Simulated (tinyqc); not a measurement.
# Trap density from one capacitance

Inverse problem. Traps spread evenly through the insulator exchange electrons with the semiconductor by tunnelling, with tau(x) = t0 exp(2 ka x) at depth x from the interface. The admittance per area Y seen at depth x obeys dY/dx = -Y^2/(i w eps0 eox) + q Nb ln(1 + i w tau)/tau, with Y(0) = i w Cs and w = 2 pi f; the gate sees Y(tox) = G + i w C. Working variable y = Y/(i w), in uF/cm^2. Cox = eps0 eox/tox. Find Nb and G/w.

Inputs (values chosen for the exercise):
- eox = 19.1 (relative permittivity of the insulator)
- tox = 3.2 nm (insulator thickness)
- Cs = 2.3 uF/cm^2 (semiconductor capacitance in accumulation)
- ka = 6.3 1/nm (decay constant of the wave function in the insulator)
- t0 = 2e-9 s (time constant of a trap at the interface)
- f = 10000 Hz (frequency)

Constants: q = 1.602176634e-19 C, eps0 = 8.8541878128e-14 F/cm where lengths are in cm. Results are converted to the units shown.

C = 1.7230626 uF/cm^2

Answer. C rises steadily with Nb, so one density matches; in practice ka and t0 must come from the frequency dependence.

Nb = 1.80e19 cm^-3 eV^-1
G/w = 0.0205 uF/cm^2

Program tinyqc, `OMP_NUM_THREADS=1 python tinyqc.py 2202085 2202086 out.jsonl`; Intel Xeon 2.30GHz, shared host, one thread, about 0.3 s.
